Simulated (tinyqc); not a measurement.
What a faster ramp buys: rapid thermal processing of a wafer: radiative balance, ramp and cooling, pattern effects, pyrometer error and spike budget. Computed by tinyqc, a small Python program. Command: `OMP_NUM_THREADS=1 python tinyqc.py 3113038 3113039 out.jsonl rtp walk`. One thread of a shared host (Intel(R) Xeon(R) Processor @ 2.30GHz), about 0.04 s of CPU time with the checks.

The wafer is opaque and uniform through its thickness unless said otherwise; temperatures in formulas are in kelvin (C + 273.15). sigma = 5.670374419e-12 W/(cm^2 K^4).

Inputs (values chosen for the exercise, modelled on a hot silicon wafer): wafer thickness d = 725 micrometre; heat capacity per volume C = 2.1 J/(cm^3 K); thermal conductivity k = 0.29 W/(cm K); emissivity eps of each face = 0.68; reflectivity of the chamber walls r = 0.61; gas heat-transfer coefficient h, both faces together = 2.3 mW/(cm^2 K); wall temperature T_w = 700 K; process temperature = 954 C; starting temperature = 500 C; ramp rate = 41 K/s; activation energy of the process E_a = 4 eV.

Constants: k_B = 8.617333262e-05 eV/K.

Method:
- Effective emissivity between parallel grey plates: eps_eff = 1/(1/eps + 1/(1 - r) - 1). Loss per area q(T) = 2 eps_eff sigma (T^4 - T_w^4) + h (T - T_w).
- Absorbed power during a ramp = q(T) + C d x ramp rate; thermal time constant tau = C d/(dq/dT), dq/dT = 8 eps_eff sigma T^3 + h; natural cooling rate q/(C d); front-to-back difference under one-sided heating at the end of the ramp = (absorbed power) d/(2 k).
- Cooling with the lamps off: C d dT/dt = -q(T), integrated adaptively (relative tolerance 1e-10).
- Spike anneal: linear ramp to the peak, then lamps off. Equivalent time at the peak = int exp(-(E_a/k_B)(1/T - 1/T_peak)) dt; estimate (k_B T^2/E_a)(1/ramp rate + 1/cooling rate). The ramp part uses 4000 trapezoid steps, the cooling part 4000 steps over 4 tau.

time constant tau = 5.08796 s

holding power q = 8.78976 W/cm^2

natural cooling rate = 57.7324 K/s

Against the ramp rate:
```
ramp (K/s)  ramp part (s)  cooling part (s)  total (s)  power at the peak (W/cm^2)
10                 3.0850           0.59618     3.6812                       10.31
25                 1.2340           0.59618     1.8302                       12.60
50                 0.6170           0.59618     1.2132                       16.40
100                0.3085           0.59618     0.9047                       24.01
250                0.1234           0.59618     0.7196                       46.85
500                0.0617           0.59618     0.6579                       84.91
1000               0.0309           0.59618     0.6270                      161.04
```

What does the comparison show, and why?

From 10 to 100 K/s the total falls by a factor 4.1, from 100 to 1000 K/s by 1.44: the cooling part, 0.596 s, is a floor, and the natural cooling rate here is 57.7 K/s.

Extremes, crossings and ranges named in words are read from the listed rows.
